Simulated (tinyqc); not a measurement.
Rutherford backscattering from a thin compound film on silicon: kinematics, yields, composition and thickness. Changing the mass of the heavy element at fixed Z and stopping. Computed by tinyqc, a small Python program. Command: `OMP_NUM_THREADS=1 python tinyqc.py 3024928 3024929 out.jsonl rbs sweep`. One thread of a shared host (Intel(R) Xeon(R) Processor @ 2.30GHz), about 0.01 s of CPU time with the checks.

Singly charged helium ions (Z1 = 2, M1 = 4.0026 u) enter at the tilt angle a1 to the normal and leave at a2 = |180 - theta - tilt| in the same plane. The film is A B_x.

Inputs (values chosen for the exercise, modelled on a helium beam on NiSi):
```
quantity                                value           unit
beam energy E0                            1.9            MeV
scattering angle theta                    150        degrees
tilt of the sample                         60        degrees
heavy element: stopping eps_A at 2 MeV   74.8  1e-15 eV cm^2
light element: mass M_B                 28.09              u
light element: stopping eps_B at 2 MeV   47.6  1e-15 eV cm^2
atoms of B per atom of A, x              1.11              -
atomic density of the film               80.9         1/nm^3
film thickness d                          100             nm
detector resolution (FWHM)                 12            keV
```

Method:
- Kinematic factor K = [(sqrt(M^2 - M1^2 sin^2 theta) + M1 cos theta)/(M + M1)]^2.
- Surface edges lie at K E0; substrate silicon has M = 28.09 u. Mass resolution at M_A = resolution/(E0 dK/dM).
- Stopping per atom eps(E) = eps(2 MeV) (E/2 MeV)^(-0.4) (a law chosen for the exercise); Bragg rule eps_film = (eps_A + x eps_B)/(1 + x); areal density N d, with 1/nm^2 = 0.1 x 1e15/cm^2.
- Width of the signal of element i: [K_i eps(E0)/cos a1 + eps(K_i E0)/cos a2] N d; depth resolution = resolution x d/width of A; energy lost on the way in = eps(E0) N d/cos a1.

One run for each value:
```
heavy element: mass M_A (u)  mass resolution at M_A (u)  depth resolution (nm)
30                                                0.616                 9.1597
45                                                1.184                 8.7266
60                                                1.944                 8.4755
80                                                3.253                 8.2742
110                                               5.852                 8.1020
140                                               9.212                 8.0008
170                                              13.334                 7.9344
200                                              18.216                 7.8874
```

Over the rows, mass resolution at M_A (u) rises from 0.616 to 18.2 (exponent d ln y / d ln x 1.6 between the first rows and 1.9 between the last); depth resolution (nm) falls from 9.16 to 7.89 (exponent d ln y / d ln x -0.12 between the first rows and -0.037 between the last). For M much above M1, 1 - K falls as 1/M, so dK/dM falls as 1/M^2.

Caution (all rows): the silicon signal of the film merges with that of the substrate, so only the width of A can be read directly.
